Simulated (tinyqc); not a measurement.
MESFET, gradual channel with velocity saturation: depletion, velocity and field along the channel.

A uniformly doped n-type channel, depleted from the top by a Schottky gate; at channel potential V the depleted share of a is u = sqrt((Vbi - Vg + V)/Vp), s at the source. Electrons drift with v = mu E/(1 + mu E/vsat). Abrupt depletion edge, no series resistance, source at 0.

Vbi = phiB - Vt ln(Nc/Nd); Vp = q Nd a^2/(2 eps0 eps_r); G0 = q mu Nd a W/L; Z = mu Vp/(vsat L); s = sqrt((Vbi - Vg)/Vp). I = (G0 Vp/3) F/(1 + Z (u^2 - s^2)), F = 3 (u^2 - s^2) - 2 (u^3 - s^3), with u at V = Vd; Z = 0 gives constant mobility, for which u stops at 1. At channel potential V: y/L = (G0 Vp/3) F(u)/I - Z V/Vp, v = vsat I Z/(G0 Vp (1 - u)), E = (vsat/mu) w/(1 - w) with w = v/vsat.

Inputs (values chosen for the exercise); material values close to those of 4H silicon carbide:

| symbol | value | unit | meaning |
|---|---|---|---|
| T | 250 | K | temperature |
| eps_r | 9.78 |  | relative permittivity of the semiconductor |
| Nc | 1.31e19 | cm^-3 | conduction-band density of states at T |
| Nd | 2.3e16 | cm^-3 | donor density of the channel |
| a | 240 | nm | channel thickness |
| mu | 660 | cm^2/(V s) | low-field mobility at this doping |
| vsat | 2.2e7 | cm/s | saturation velocity |
| L | 5 | um | gate length |
| W | 50 | um | gate width |
| phiB | 0.73 | V | Schottky barrier |
| Vg | 0 | V | gate voltage |
| Vd | 0.27 | V | drain voltage |

Constants: q = 1.602176634e-19 C, kB = 1.380649e-23 J/K, Vt = kB T/q, eps0 = 8.8541878128e-14 F/cm where lengths are in cm. Results are converted to the units shown.

Along the channel:
```
V (V)        u     y/L  v (cm/s)  E (kV/cm)
0      0.69578  0.0000  2.6542e5    0.40706
0.045  0.72168  0.2115  2.9012e5    0.44545
0.09   0.74668  0.4043  3.1876e5    0.49007
0.135  0.77088  0.5790  3.5242e5    0.54266
0.18   0.79434  0.7362  3.9262e5    0.60568
0.225  0.81712  0.8764  4.4153e5    0.68269
0.27   0.83929  1.0000  5.0243e5    0.77905
```

What does the comparison show?

From source to drain the open share 1 - u falls from 0.304 to 0.161, so the velocity rises by a factor of 1.89, to 0.0228 vsat, and the field by 1.91. Half of Vd drops over the last 42 % of the gate length.

Numbers from tinyqc (`OMP_NUM_THREADS=1 python tinyqc.py 2500132 2500133 out.jsonl`; about 0.06 s on one thread of a shared Intel Xeon 2.30GHz).
